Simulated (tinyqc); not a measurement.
Inside a calculation: tight-binding t2g bands of a cubic perovskite. Values are carried at full precision from step to step, so a last printed digit may differ when a step is redone from the rounded ones.

Orbitals yz, zx, xy (X, Y, Z below) times spin. E_xy = Dt + 2t (2 - cos x - cos y) + 2 td (1 - cos z) + 4 t2 (1 - cos x cos y) with x = kx a and so on; yz and zx follow by cyclic change, without Dt. Spin-orbit term -(Dso/3) L.sigma + Dso/3 with (L_k)_ij = -i epsilon_kij in X, Y, Z: for Dt = 0 the quartet lies at 0 and the doublet at Dso.

Constants: hbar^2/2m0 = 3.80998211 eV angstrom^2.

Parameters, chosen for this exercise (of the size met in SrTiO3 and KTaO3; not measured data): t = 0.468 eV (strong hopping); td = 0.024 eV (weak hopping); t2 = 0 eV (diagonal hopping in the plane of the orbital); Dt = -0.234 eV (shift of xy (tetragonal field or confinement)); k = (0.22, 0.01, 0.06) 2 pi/a (wave vector); Dso = 0.354 eV (spin-orbit splitting at Gamma); a = 3.995 angstrom (lattice constant).

## Orbital energies

Evaluate the three bands without spin-orbit coupling.

energies (eV): yz 0.1066, zx 0.8264, xy 0.5318

## The Hamiltonian

Add the spin-orbit term; + and - are the spin along z.

H(k) (eV), lower triangle (Hermitian):
```
          yz+       zx+      xy+      yz-     zx-     xy-
yz+    0.2246
zx+  -0.1180i    0.9444
xy+         0         0   0.6498
yz-         0         0   0.1180   0.2246
zx-         0         0  0.1180i  0.1180i  0.9444
xy-   -0.1180  -0.1180i        0        0       0  0.6498
```

## Levels and orbital weights

Diagonalise; the levels are twofold; weights summed over spin and averaged over the pair.

levels (eV): 0.1841  0.6198  1.0150

weights:
```
    pair 1  pair 2  pair 3
yz   0.940   0.024   0.036
zx   0.014   0.150   0.837
xy   0.047   0.826   0.127
```

The lowest pair is 94 % yz.

## Light and heavy masses without spin-orbit coupling

Along an axis in the plane of the orbital m/m0 = c/((t + 2 t2) a^2), and normal to it c/(td a^2); c = hbar^2/2m0.

masses (m0): light 0.510, heavy 9.947

ratio heavy/light = 19.50

## Levels at Gamma

At k = 0 the j_z = 3/2 pair stays at 0, and the other two pairs are E = (Dso + Dt)/2 -/+ sqrt((Dso + Dt)^2/4 - 2 Dso Dt/3).

levels at Gamma (eV): -0.1825  0.0000  0.3025

## Checks

- Levels at Gamma from the formula against the matrix: they agree to 1e-10 or better.

Program tinyqc; command `OMP_NUM_THREADS=1 python tinyqc.py 1481971 1481972 out.jsonl`; about 0.01 s on one thread of a shared Intel(R) Xeon(R) Processor @ 2.30GHz.
